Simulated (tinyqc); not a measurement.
# CMOS inverter, nodal equation and switching: effect of the temperature

An n-channel pull-down (bn, VTn) and a p-channel pull-up (bp, VTp) share the input Vin and the output node Vout, which carries the load C. Transistor (EKV form, voltages against the body): I = 2 n b Vt^2 [F(vp - Vs) - F(vp - Vd)] from drain to source, F(v) = ln^2(1 + exp(v/(2 Vt))), vp = (Vg - VT + sg |Vd - Vs|)/n. n-channel bodies are at 0; for the p-channel device all voltages are counted down from Vdd. b in uA/V^2 gives I in uA. Static: In = Ip. Transient: C dVout/dt = Ip - In. No velocity saturation, no gate capacitance beyond C.

VM solves In = Ip with Vin = Vout; VIL and VIH are the inputs of gain -1, NML = VIL - Vout(VIH), NMH = Vout(VIL) - VIH. For a step input the delay to Vdd/2 is tHL = C times the integral of dV/(In - Ip) from Vdd/2 to Vdd at Vin = Vdd, and tLH likewise with Ip - In from 0 to Vdd/2 at Vin = 0. Thresholds, gain factors and n are held fixed.

Parameters, values chosen for the exercise: supply voltage Vdd = 0.5 V; slope factor n = 1.27; drain-induced barrier lowering sg = 0.051; n-channel threshold VTn = 0.32 V; p-channel threshold (magnitude) VTp = 0.44 V; gain factor of the pull-down transistor bn = 300 uA/V^2; gain factor of the pull-up transistor bp = 300 uA/V^2; load capacitance C = 2.9 fF.

Constants: q = 1.602176634e-19 C, kB = 1.380649e-23 J/K, Vt = kB T/q. Results are converted to the units shown.

Results:
```
T (K)	VM (V)	gain at VM	NML (V)	NMH (V)	tHL (ps)	tLH (ps)
220	0.1929	-19.60	0.1561	0.2761	153.8	801.9
280	0.1929	-19.51	0.1496	0.2696	151.4	696.2
310	0.1929	-19.38	0.1462	0.2662	149.7	646.8
340	0.1929	-19.17	0.1428	0.2628	147.6	600.6
370	0.1930	-18.84	0.1393	0.2593	145.2	557.9
400	0.1930	-18.38	0.1358	0.2558	142.6	518.8
430	0.1931	-17.80	0.1322	0.2522	139.8	483.0
```

Estimate the missing row, T = 250 K.

Computed row:
```
T (K)	VM (V)	gain at VM	NML (V)	NMH (V)	tHL (ps)	tLH (ps)
250	0.1929	-19.57	0.1529	0.2729	152.8	748.3
```

With this row back in the table: As T goes from 220 to 430 K, VM stays near 0.193 V, the size of the gain falls from 19.6 to 17.8, tHL falls from 154 to 140 ps and tLH falls from 802 to 483 ps. The smaller margin is largest, 0.156 V, at T = 220 K among the rows.

Computed by the program tinyqc: `OMP_NUM_THREADS=1 python tinyqc.py 2340002 2340003 out.jsonl`, one thread of a shared Intel Xeon 2.30GHz, about 0.04 s for the whole run.
